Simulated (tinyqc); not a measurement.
Wafer bonding and layer transfer: bond energy, gap closing, particles, bonding of dissimilar wafers and hydrogen blisters. From one set of inputs to another, one input at a time. Computed by tinyqc, a small Python program. Command: `OMP_NUM_THREADS=1 python tinyqc.py 3027017 3027018 out.jsonl bond ladder`. One thread of a shared host (Intel(R) Xeon(R) Processor @ 2.30GHz), about 0.01 s of CPU time with the checks.

gamma is the energy per area of each of the two surfaces; plates are isotropic, and both wafers have E1 and t1.

The inputs printed are set A. Inputs not listed in the table keep their values of set A, so the rows need not describe a real material.

Inputs (values chosen for the exercise, with wafer 1 close to silicon): Young's modulus E1 = 160 GPa; Poisson ratio nu = 0.21; thickness t1 = 775 micrometre; blade thickness t_b = 150 micrometre; crack length L = 20.6 mm; particle radius h = 0.19 micrometre; implant depth d = 0.48 micrometre; hydrogen dose = 4.2 1e16/cm^2; share of the dose released as H2 = 0.1; surface energy of the weakened plane gamma_s = 1.4 J/m^2; anneal temperature T = 875 K.

Pair: two equal wafers.

Constants: k_B = 1.380649e-23 J/K.

Method:
- Two cantilevers opened by t_b: gamma = 3 t_b^2 E1 t1^3 E2 t2^3/(16 L^4 (E1 t1^3 + E2 t2^3)).
- E' = E1/(1 - nu^2), equal wafers assumed. Void radius in the plate regime: R_v = [(2/3) E' t1^3/gamma]^(1/4) h^(1/2). Below h_crit = 5 sqrt(t1 gamma/E') the wafers deform locally and R_v is of the order of h (taken as h).
- A flat crack of radius r under a layer of thickness d, as a clamped plate: centre height w = 3 p r^4/(16 E' d^3), volume pi r^2 w/3, energy release G = 3 p^2 r^4/(32 E' d^3), E' = E1/(1 - nu^2). It grows when G = 2 gamma_s. The gas comes from the area pi r^2: p V = (dose x share/2) pi r^2 k_B T, and G = p w/2 = (3/2) N k_B T with N the H2 molecules per area. Share needed: G = 2 gamma_s. The pressure and height at growth are given for r = 10 d.

Each row keeps all changes above it:
```
input moved                                           from    to  bond energy gamma (J/m^2)  void radius (micrometre)  share of the dose needed
set A                                                    -     -                     0.8724                1.9000e-01                   0.73579
implant depth d (micrometre)                          0.48   1.5                     0.8724                1.9000e-01                   0.73579
anneal temperature T (K)                               875   825                     0.8724                1.9000e-01                   0.78039
surface energy of the weakened plane gamma_s (J/m^2)   1.4  0.86                     0.8724                1.9000e-01                   0.47938
blade thickness t_b (micrometre)                       150   230                     2.0511                1.9000e-01                   0.47938
Young's modulus E1 (GPa)                               160   159                     2.0383                1.9000e-01                   0.47938
crack length L (mm)                                   20.6    31                     0.3974                1.9000e-01                   0.47938
particle radius h (micrometre)                        0.19   2.1                     0.3974                4.8920e+03                   0.47938
```

Where does the difference come from?

Bond energy gamma goes from 0.872 to 0.397, a factor 0.456 in all. The largest single move comes from crack length L (a factor 0.195), and blade thickness t_b works against it (a factor 2.35). Void radius goes from 0.190 to 4890, a factor 25700 in all. The largest single move comes from particle radius h (a factor 25700). Share of the dose needed goes from 0.736 to 0.479, a factor 0.652 in all. The largest single move comes from surface energy of the weakened plane gamma_s (a factor 0.614), and anneal temperature T works against it (a factor 1.06). The single moves hold for this order of the switches; the total does not depend on the order.

Extremes, crossings and ranges named in words are read from the listed rows.
